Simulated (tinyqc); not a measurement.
What moves the results: trap in a gate oxide as a short-range spherical well. A value that a table varies takes the place of the one given here.

A spherical well of radius R and depth V0 below the conduction edge, one mass m, c = hbar^2/2m0. The s level at binding Et solves k cot(k R) = -kappa with k = sqrt(m (V0 - Et)/c), kappa = sqrt(m Et/c); it exists for V0 > Vc = c (pi/2R)^2/m. Outside, psi falls as exp(-kappa r)/r.

Lucovsky model (delta well, plane-wave final states, no local-field factor): sigma = (32 pi alpha c/(3 n_r m Et)) (x - 1)^(3/2)/x^3, x = h nu/Et, c = hbar^2/2m0; 1 angstrom^2 = 1e-16 cm^2.

Energies from the conduction edge of the channel. The trap level at depth x is E_T = dEc - Et - e Fox x (1 MV/cm = 0.01 eV/angstrom). An electron at the channel edge tunnels with the WKB exponent S = (4/3) sqrt(m/c) [dEc^(3/2) - (dEc - e Fox x)^(3/2)]/(e Fox), c = hbar^2/2m0; tau = t0 exp(S); the occupation is f = 1/(1 + exp((E_T - EF)/kB T)), tau_c = tau/f and tau_e = tau/(1 - f). Lattice relaxation is left out; a level below the channel edge needs phonons as well, so tau is then a lower bound, while a level above it can also empty elastically at its own energy, through a thinner barrier, faster than this tau.

Constants: hbar^2/2m0 = 3.80998211 eV angstrom^2; fine-structure constant alpha = 0.007297352564; kB = 8.617333262e-05 eV/K.

Parameters, chosen for this exercise (near those of SiO2 on 4H SiC; shifted at random, so the results belong to these values and not to a real crystal):

| symbol | value | unit | meaning |
|---|---|---|---|
| R | 4.3 | angstrom | radius of the well |
| m | 0.464 | m0 | mass |
| fV | (1.05, 1.11, 1.28, 1.51, 2.46, 3.39, 5.72) |  | V0/Vc |
| n_r | 1.44 |  | refractive index |
| xs | (1.1, 1.16, 1.37, 1.91, 2.14, 3.08, 3.67, 8.8) |  | photon energies h nu/Et |
| dEc | 2.63 | eV | conduction offset to the channel |
| Fox | 6.2 | MV/cm | oxide field, lowering levels away from the channel |
| t0 | 20 | x 1e-11 s | time constant at the interface |
| T | 300 | K | temperature |
| EF | 0.04 | eV | Fermi level above the channel edge |
| ds | (2, 4, 7, 10, 14, 19) | angstrom | depths |
| V0 | 4.68 | eV | depth of the well |
| x | 6 | angstrom | depth of the trap |

## From threshold to a deep level

Et against the depth at fixed R; near threshold Et = (pi^2/16)(V0 - Vc)^2/Vc.

Results:

| V0/Vc | V0 (eV) | Et (eV) | threshold form (eV) | 1/kappa (angstrom) | share outside |
|---|---|---|---|---|---|
| 1.05 | 1.151 | 0.001630 | 0.001690 | 71.0 | 0.942 |
| 1.11 | 1.216 | 0.007571 | 0.008178 | 32.9 | 0.879 |
| 1.28 | 1.403 | 0.04407 | 0.05299 | 13.6 | 0.737 |
| 1.51 | 1.655 | 0.1288 | 0.1758 | 8.0 | 0.599 |
| 2.46 | 2.696 | 0.7150 | 1.441 | 3.4 | 0.324 |
| 3.39 | 3.715 | 1.466 | 3.861 | 2.4 | 0.215 |
| 5.72 | 6.268 | 3.632 | 15.06 | 1.5 | 0.109 |

How do the results move?

The threshold form holds to 10 % up to V0/Vc = 1.11 of those listed. There the state is mostly outside the well (94 % in the first row) and knows only Et, which is why a delta-well model works; more than half is inside from V0/Vc = 2.46 on. A second s level would need V0/Vc > 9.

## Neutral against charged centre

Et = 2.25324 eV

Lucovsky cross-section, its shape relative to the peak, and the shape of a hydrogen-like centre relative to threshold: x^-4 exp(4 - 4 atan(e)/e)/(1 - exp(-2 pi/e)), e = sqrt(x - 1).

Results:

| x | h nu (eV) | sigma (1e-18 cm^2) | relative to peak | hydrogen-like |
|---|---|---|---|---|
| 1.10 | 2.479 | 1.47 | 0.190 | 0.775 |
| 1.16 | 2.614 | 2.54 | 0.328 | 0.671 |
| 1.37 | 3.087 | 5.42 | 0.700 | 0.426 |
| 1.91 | 4.304 | 7.71 | 0.997 | 0.168 |
| 2.14 | 4.822 | 7.69 | 0.994 | 0.122 |
| 3.08 | 6.940 | 6.35 | 0.821 | 0.042 |
| 3.67 | 8.269 | 5.46 | 0.706 | 0.025 |
| 8.80 | 19.828 | 1.98 | 0.256 | 0.002 |

What can be read from the table?

The short-range centre starts from zero, reaches half its peak at x = 1.24 and peaks at x = 2; in the last row it still has 26 % of the peak. The Coulomb centre is largest at threshold and is down to 0.2 % there. Reading the peak as the threshold would misplace the level by a factor 2, here 2.25 eV. Rows above the gap, about 9 eV, are hidden by band-to-band absorption.

## Depth of the trap

Each depth has its own level and time; the corner frequency is 1/(2 pi tau).

Results:

| x (angstrom) | E_T (eV) | S | tau (s) | corner (Hz) | f |
|---|---|---|---|---|---|
| 2 | 0.253 | 2.24 | 1.9e-09 | 8.5e+07 | 0.000 |
| 4 | 0.129 | 4.42 | 1.7e-08 | 9.6e+06 | 0.031 |
| 7 | -0.057 | 7.59 | 3.9e-07 | 4.0e+05 | 0.977 |
| 10 | -0.243 | 10.62 | 8.2e-06 | 1.9e+04 | 1.000 |
| 14 | -0.491 | 14.46 | 0.00038 | 4.2e+02 | 1.000 |
| 19 | -0.801 | 18.88 | 0.032 | 5.0 | 1.000 |

What does this show?

tau spans 7.2 decades, one decade for each 2.11 angstrom at the start and 2.60 at the end, where the field has thinned the barrier. Traps spread evenly in depth are thus spread nearly evenly in ln tau; if levels near EF exist at every depth, this sums to 1/f noise and to charging that grows as ln t. With the single Et of this table only depths where f is neither 0 nor 1 contribute. The level crosses EF between 4 and 7 angstrom.

## What each parameter does

Et from the well, then the level and the time. Each row changes one parameter from the base and keeps the others.

Results:

| case | Et (eV) | E_T (eV) | log10 tau (s) | ln(tau_c/tau_e) |
|---|---|---|---|---|
| base | 2.253 | 0.005 | -6.86 | -1.4 |
| x = 8 angstrom | 2.253 | -0.119 | -5.96 | -6.2 |
| Fox = 7.2 MV/cm | 2.253 | -0.055 | -6.87 | -3.7 |
| dEc = 2.42 eV | 2.253 | -0.205 | -6.98 | -9.5 |
| m = 0.51 m0 | 2.409 | -0.151 | -6.72 | -7.4 |
| V0 = 4.91 eV | 2.448 | -0.190 | -6.86 | -8.9 |
| T = 350 K | 2.253 | 0.005 | -6.86 | -1.2 |
| EF = 0.09 eV | 2.253 | 0.005 | -6.86 | -3.3 |

What does this show?

The largest shifts from the base row, up to three for each result and ties (the steps differ in size, so this ranks the rows, not the parameters). Et (eV): V0 +0.194, m +0.156; unchanged at the printed digits by x, Fox, dEc, T and EF. E_T (eV): dEc -0.210, V0 -0.194, m -0.156; unchanged at the printed digits by T and EF. log10 tau (s): x +0.90, m +0.14, dEc -0.12; unchanged at the printed digits by V0, T and EF. ln(tau_c/tau_e): dEc -8.1, V0 -7.5, m -6.0.

tinyqc: `OMP_NUM_THREADS=1 python tinyqc.py 1251197 1251198 out.jsonl`; about 0.01 s, one thread, shared Intel(R) Xeon(R) Processor @ 2.30GHz.
